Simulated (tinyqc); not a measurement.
Worked calculation: conductance of a narrow metal strip with scatterers (square lattice, Green functions). Values are carried at full precision from step to step, so a last printed digit may differ when a step is redone from the rounded ones.

A strip of W sites across with hard walls, site energy 0 and hopping -t. Mode n = 1 to W has profile chi_n(j) = sqrt(2/(W + 1)) sin(n j pi/(W + 1)) and energy en = -2t cos(n pi/(W + 1)); E = en - 2t cos(kn a). With z_n = exp(i kn a) (Im k > 0 for closed modes, |z| < 1) each lead gives the self-energy -t z_n in mode n. One column carries the site energies v, here a notch at the edge (a site raised out of reach). In the mode basis V_nm = sum_j chi_n(j) v_j chi_m(j), G = (E - en + 2 t z_n - V)^-1, and t_nm = 2t sqrt(sin(kn a) sin(km a)) G_nm in size for open modes. T = sum |t_nm|^2, conductance (2e^2/h) T.

Constants: e^2/h = 3.874045865e-05 S.

Values chosen for the exercise (hopping and spacing of the size met in Cu or Al; the lattice is a model; not measured data): t = 1.36 eV (hopping); a = 2.89 angstrom (spacing); W = 4 (sites across); E = -2.09 eV (Fermi energy); v = (50, 0, 0, 0) eV (site energies in the scattering column).

## Modes at the Fermi energy

For each n: en, cos(kn a) = (en - E)/(2t), z_n and the velocity 2 t a sin(kn a) (zero if closed).

Modes:
```
n  en (eV)  cos(k a)                  z  dE/dk (eV angstrom)
1  -2.2005  -0.04063  -0.04063+0.99917i               7.8543
2  -0.8405   0.45937   0.45937+0.88825i               6.9823
3   0.8405   1.07740            0.67641               0.0000
4   2.2005   1.57740            0.35749               0.0000
```

2 of 4 modes are open, so the clean strip has a resistance of 6453 ohm, whatever its length.

## The scatterer in the mode basis

Form V_nm.

V (eV), rows n=1, n=2, n=3, n=4 and columns alike:
```
[[6.9098, 11.1803, 11.1803, 6.9098],
 [11.1803, 18.0902, 18.0902, 11.1803],
 [11.1803, 18.0902, 18.0902, 11.1803],
 [6.9098, 11.1803, 11.1803, 6.9098]]
```

A single site couples every mode that has amplitude on it.

## Green function and transmission

E - en + 2 t z_n = 2t (z_n - cos(kn a)). Invert, form |t_nm|^2 = (2t)^2 Im(z_n) Im(z_m) |G_nm|^2 and sum. The added resistance is 1/(2 (e^2/h) T) less the same for the clean strip.

G (1/eV), rows n=1, n=2, n=3, n=4 and columns alike:
```
[[-0.0377-0.3487i, -0.0687+0.0350i, 0.0776+0.1522i, 0.0158+0.0309i],
 [-0.0687+0.0350i, -0.1250-0.3501i, 0.1413+0.2770i, 0.0287+0.0563i],
 [0.0776+0.1522i, 0.1413+0.2770i, -0.3033-0.3129i, 0.1247-0.0636i],
 [0.0158+0.0309i, 0.0287+0.0563i, 0.1247-0.0636i, -0.2760-0.0129i]]
```

|t_nm|^2, rows n=1, n=2, n=3, n=4 and columns alike:
```
[[0.9086, 0.0391, 0, 0],
 [0.0391, 0.8069, 0, 0],
 [0, 0, 0, 0],
 [0, 0, 0, 0]]
```

T = 1.7936
added resistance = 743 ohm

Mode 2 passes least (0.846) and mode 1 most (0.948); 4.4 % of the transmitted flux changes mode.

## Checks

- Transmitted plus reflected flux against the number of open modes: both 2.00000.

tinyqc: `OMP_NUM_THREADS=1 python tinyqc.py 1481140 1481141 out.jsonl`; about 0.01 s, one thread, shared Intel(R) Xeon(R) Processor @ 2.30GHz.
